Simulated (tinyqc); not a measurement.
On-chip power grid, static voltage drop by conjugate gradients: two steps of the calculation.

A grid of 3 rows and 4 columns, node k = 4 row + column. Neighbours in a row are joined by Rx, in a column by Ry; pad nodes, which reach the supply through Rp: 0, 8. Each node draws I0, node 10 draws kh I0. The drops u = Vdd - V solve G u = i, with G the conductance matrix (1/Rp added on the diagonal at pad nodes).

Inputs (values chosen for the exercise): supply voltage Vdd = 0.8 V; resistance of a horizontal segment Rx = 0.27 ohm; resistance of a vertical segment Ry = 1.7 ohm; resistance from a pad node to the supply Rp = 0.069 ohm; load current of an ordinary node I0 = 4.5 mA; factor on the load at the hot node kh = 3.

Problem 1. Diagonal of G, loads and first direction. G_kk = sum of the conductances at node k. Start u = 0, so the residual is r = i; z = r/G_kk (Jacobi preconditioner), p = z.

Give: G_kk; r at the start; p at the start.

Solution 1.

G_kk (S):

|  | col 0 | col 1 | col 2 | col 3 |
|---|---|---|---|---|
| row 0 | 18.78 | 7.996 | 7.996 | 4.292 |
| row 1 | 4.880 | 8.584 | 8.584 | 4.880 |
| row 2 | 18.78 | 7.996 | 7.996 | 4.292 |

r at the start (mA):

|  | col 0 | col 1 | col 2 | col 3 |
|---|---|---|---|---|
| row 0 | 4.500 | 4.500 | 4.500 | 4.500 |
| row 1 | 4.500 | 4.500 | 4.500 | 4.500 |
| row 2 | 4.500 | 4.500 | 13.50 | 4.500 |

p at the start (mV):

|  | col 0 | col 1 | col 2 | col 3 |
|---|---|---|---|---|
| row 0 | 0.2396 | 0.5628 | 0.5628 | 1.048 |
| row 1 | 0.9221 | 0.5242 | 0.5242 | 0.9221 |
| row 2 | 0.2396 | 0.5628 | 1.688 | 1.048 |

Problem 2. Worst drop, pad currents and power lost. Pad current u/Rp; worst drop as a share of Vdd; power lost in the grid and pads sum_k i_k u_k; power delivered sum_k i_k (Vdd - u_k).

converged u (mV):

|  | col 0 | col 1 | col 2 | col 3 |
|---|---|---|---|---|
| row 0 | 2.018153 | 7.320787 | 10.633739 | 12.232447 |
| row 1 | 10.703795 | 12.198418 | 13.777132 | 14.648382 |
| row 2 | 2.328847 | 8.896590 | 13.724924 | 14.899966 |

Find: worst drop; share of Vdd; pad currents; power lost; power delivered.

Solution 2.

worst drop = 14.90 mV
share of Vdd = 1.862 %
pad currents (mA): node 0 29.25, node 8 33.75
power lost = 0.6787 mW
power delivered = 49.72 mW

The pad currents add up to the total load, 63.00 mA. The worst drop is at node 11, not at the hot node.

tinyqc, about 0.07 s, one thread, Intel Xeon 2.30GHz (shared host): `OMP_NUM_THREADS=1 python tinyqc.py 2770146 2770147 out.jsonl`
